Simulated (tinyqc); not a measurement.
Inside a calculation. Model: undoped gate-all-around wire MOSFET, analytic charge model.

Numbers from tinyqc (`OMP_NUM_THREADS=1 python tinyqc.py 2460138 2460139 out.jsonl`; about 0.03 s on one thread of a shared Intel Xeon 2.30GHz). Printed values are rounded.

An undoped round wire of radius R under an insulator shell and a surrounding gate; long channel, electrons only, n = ni exp((psi - V)/Vt) with V the quasi-Fermi potential (0 at the source, Vd at the drain), constant mobility, no quantisation. The radial Poisson equation gives n(r) = n(0)/(1 - (1 - b) r^2/R^2)^2 with b = Q0/(Q + Q0). Q is the electron charge per area of the wire surface.

Parameters, values chosen for the exercise; material values close to those of silicon:
- T = 300 K (temperature)
- Eg = 1.12 eV (band gap)
- eps_r = 11.5 (relative permittivity of the semiconductor)
- Nc = 2.8e19 cm^-3 (conduction-band density of states at T)
- Nv = 2.7e19 cm^-3 (valence-band density of states at T)
- eox = 23 (relative permittivity of the gate insulator)
- tox = 5.5 nm (insulator thickness)
- R = 5 nm (wire radius)
- dphi = 0.02 V (gate work function less that of the intrinsic body)
- mu = 150 cm^2/(V s) (channel mobility)
- L = 0.5 um (gate length)
- Vg = 0.85 V (gate voltage)
- Vd = 0.3 V (drain voltage)

Constants: q = 1.602176634e-19 C, kB = 1.380649e-23 J/K, Vt = kB T/q, eps0 = 8.8541878128e-14 F/cm where lengths are in cm. Results are converted to the units shown.

Range of the model: In a wire this thin, quantum confinement raises the threshold; it is left out. The surface density at the source passes 0.3 Nc, where Boltzmann statistics fail.

## Constants of the wire

ni = sqrt(Nc Nv) exp(-Eg/(2 Vt)), Eg in volts; Cox = eps0 eox/(R ln(1 + tox/R)); Q0 = 4 eps0 eps_r Vt/R; V0 = dphi + Vt ln[8 eps0 eps_r Vt/(q ni R^2)].

ni = 1.075660e10 cm^-3
Cox = 5.489583 uF/cm^2
Q0 = 210.5866 nC/cm^2
V0 = 0.5372314 V

## Iteration 1: charge at the source by Newton steps in y = ln(Q/Q0)

y at the start = 1

With V = 0 and Q = Q0 exp(y): f = Q/Cox + Vt y + Vt ln(1 + Q/Q0) - (Vg - V0); df/dy = Q/Cox + Vt (1 + Q/(Q + Q0)); y(new) = y - f/(df/dy).

Q = 572.4337 nC/cm^2
f = -0.1486898 V
df/dy = 0.1490277 V
y after iteration 1 = 1.997733

## Iteration 2: charge at the source by Newton steps in y = ln(Q/Q0)

As before.

Q = 1552.512 nC/cm^2
f = 0.07662109 V
df/dy = 0.3314268 V
y after iteration 2 = 1.766547

## Course of the iteration: charge at the source by Newton steps in y = ln(Q/Q0)

Stop when y changes by less than 1e-11, or after 60 iterations.

Course of the iteration:
```
iteration         y  |change|
1          1.997733     0.998
2          1.766547     0.231
3          1.740536    0.0260
4          1.740250   2.87e-4
5          1.740250   3.42e-8
6          1.740250   < 1e-13
```

Converged in 6 iterations. At the end the number of correct digits about doubles with each step.

## Drain current and line charge

Qs = 1200.084 nC/cm^2
Qd = 107.3156 nC/cm^2

Q solves Vg - V0 - V = Q/Cox + Vt ln(Q/Q0) + Vt ln(1 + Q/Q0). I = mu (2 pi R/L)[2 Vt (Qs - Qd) + (Qs^2 - Qd^2)/(2 Cox) + Vt Q0 ln((Qd + Q0)/(Qs + Q0))], with Qs at V = 0 and Qd at V = Vd. Electrons per length at the source: 2 pi R Qs/q; surface over centre density: (1 + Qs/Q0)^2.

first term = 0.5325046 uA
second term = 1.226417 uA
third term = -0.07645477 uA
I = 1.682467 uA
electrons per length = 2.353158 1/nm
surface over centre density = 44.87348

The square-law term makes up 72.9 % of the current.
